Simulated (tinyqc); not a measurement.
CISD on RHF in the sto-3g basis, for H2, spin multiplicity 1, step by step. One step of it, computed by the program tinyqc.

Problem. Iteration 1: building the Fock matrix. J_ij = sum D_kl (ij|kl), K_ij = sum D_kl (ik|jl); F = H + J - 0.5 K; E = tr D H + tr D J / 2 - 0.25 tr D K + E_nn.

D at the start:
```
          1H 1s     2H 1s
1H 1s  0.584228  0.584228
2H 1s  0.584228  0.584228
```

core Hamiltonian H = T + V (hartree):
```
           1H 1s      2H 1s
1H 1s  -1.175077  -1.054281
2H 1s  -1.054281  -1.175077
```

Two-electron integrals (ij|kl) in chemists' order, unique and non-zero (hartree):
```
(11|11) 0.774606   (21|11) 0.490442   (21|21) 0.352827   (22|11) 0.599991
(22|21) 0.490442   (22|22) 0.774606
```

nuclear repulsion = 0.80057067 hartree

Give: Coulomb J; exchange K; Fock matrix F; total energy of this density.

Solution.

Coulomb J (hartree):
```
        1H 1s   2H 1s
1H 1s  1.3761  0.9853
2H 1s  0.9853  1.3761
```

exchange K (hartree):
```
        1H 1s   2H 1s
1H 1s  1.2317  1.1297
2H 1s  1.1297  1.2317
```

Fock matrix F (hartree):
```
         1H 1s    2H 1s
1H 1s  -0.4148  -0.6338
2H 1s  -0.6338  -0.4148
```

total energy of this density = -1.114521 hartree
